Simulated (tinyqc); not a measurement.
A particle near a wafer in liquid: double-layer and van der Waals forces (DLVO), deposition barrier and removal: one step, computed by the program tinyqc. Command: `OMP_NUM_THREADS=1 python tinyqc.py 3111857 3111858 out.jsonl dlvo walk`. One thread of a shared host (Intel(R) Xeon(R) Processor @ 2.30GHz), about 0.01 s of CPU time with the checks.

Sphere and flat wall, Derjaguin approximation, constant potentials in the linear-superposition form, no retardation and no hydration force.

Task: The curve. U(h) = Z R exp(-kappa h) - A R/(6 h); F(h) = -dU/dh = kappa Z R exp(-kappa h) - A R/(6 h^2), positive for repulsion.

Inputs (values chosen for the exercise, of the order of those for silica on silica in water): particle radius R = 63 nm; Hamaker constant A = 5.2e-21 J; temperature T = 343 K.

kappa = 0.7055086 1/nm

Z = -9.829785 pN

Constants: k_B = 1.380649e-23 J/K.

Give: the table «Against the gap» with the columns kappa h, U (k_B T), F (pN), for h (nm) = 0.4, 0.6, 1.0, 1.5, 2.5, 4.0, 7.0, 12.0, 20.0, 40.0.

Result:

Against the gap:
```
h (nm)  kappa h   U (k_B T)      F (pN)
0.4        0.28  -1.274e+02  -6.707e+02
0.6        0.42  -1.049e+02  -4.378e+02
1.0        0.71  -7.611e+01  -2.704e+02
1.5        1.06  -5.307e+01  -1.759e+02
2.5        1.76  -2.703e+01  -8.362e+01
4.0        2.82  -1.066e+01  -2.940e+01
7.0        4.94  -2.584e+00  -4.245e+00
12.0       8.47  -9.883e-01  -4.711e-01
20.0      14.11  -5.766e-01  -1.368e-01
40.0      28.22  -2.882e-01  -3.413e-02
```

Caution: in rows where h is not small against R, A R/(6 h) overstates the van der Waals term. Caution: in rows with kappa h below 1 linear superposition is only rough.
